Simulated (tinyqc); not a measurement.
What each parameter does: quaternary alloy A(x)B(1-x)C(y)D(1-y) matched to a substrate.

Q(x,y) = x y Q_AC + x (1 - y) Q_AD + (1 - x) y Q_BC + (1 - x)(1 - y) Q_BD for the lattice constant. Gap, rule 1: Q(x,y) - x (1 - x)[y C_ABC + (1 - y) C_ABD] - y (1 - y)[x C_ACD + (1 - x) C_BCD]. Rule 2 (mean of ternaries): {x (1 - x)[y T_ABC(x) + (1 - y) T_ABD(x)] + y (1 - y)[x T_ACD(y) + (1 - x) T_BCD(y)]}/{x (1 - x) + y (1 - y)}, T_ABC(x) = x E_AC + (1 - x) E_BC - C_ABC x (1 - x), T_ACD(y) = y E_AC + (1 - y) E_AD - C_ACD y (1 - y), and alike. Only the Gamma valley is followed.

Matching a(x,y) = a_s gives x = (a_s - y a_BC - (1 - y) a_BD)/(y (a_AC - a_BC) + (1 - y)(a_AD - a_BD)).

Parameters, chosen for this exercise (AC, AD, BC, BD near GaAs, GaSb, InAs and InSb; substrate near GaSb; shifted at random, so the results belong to these values and not to a real crystal):
- a = (5.657, 6.102, 6.053, 6.475) angstrom (lattice constants of AC, AD, BC, BD)
- Eg = (1.534, 0.81, 0.422, 0.236) eV (gaps at Gamma of AC, AD, BC, BD)
- Cb = (0.511, 0.462, 1.479, 0.637) eV (bowing of ABC, ABD, ACD, BCD)
- a_s = 6.102 angstrom (substrate)
- y = 0.47 (fraction of C)

x is matched anew each time.

One parameter was then changed.

Results before and after:

| case | x | rule 1 (eV) | rule 2 (eV) |
|---|---|---|---|
| base | 0.4551 | 0.3253 | 0.5123 |
| changed | 0.4607 | 0.3285 | 0.5164 |

Which of these changes was made? (a) Cb = (0.613, 0.554, 1.775, 0.764) eV; (b) a_s = 6.106 angstrom; (c) a = (5.667, 6.102, 6.053, 6.475) angstrom; (d) Eg = (1.584, 0.81, 0.422, 0.236) eV; (e) y = 0.46.

Answer: (c) a = (5.667, 6.102, 6.053, 6.475) angstrom. Of the candidates, run in turn, only this one gives the changed row.

All candidates:

| case | x | rule 1 (eV) | rule 2 (eV) |
|---|---|---|---|
| base | 0.4551 | 0.3253 | 0.5123 |
| y = 0.46 | 0.4663 | 0.3283 | 0.5165 |
| a_s = 6.106 angstrom | 0.4446 | 0.3194 | 0.5049 |
| Cb = (0.613, 0.554, 1.775, 0.764) eV | 0.4551 | 0.2505 | 0.4749 |
| Eg = (1.584, 0.81, 0.422, 0.236) eV | 0.4551 | 0.3360 | 0.5230 |
| a = (5.667, 6.102, 6.053, 6.475) angstrom | 0.4607 | 0.3285 | 0.5164 |

Run: tinyqc, `OMP_NUM_THREADS=1 python tinyqc.py 1050888 1050889 out.jsonl`; Intel(R) Xeon(R) Processor @ 2.30GHz, one thread, shared host; about 0.01 s of CPU time with all checks.
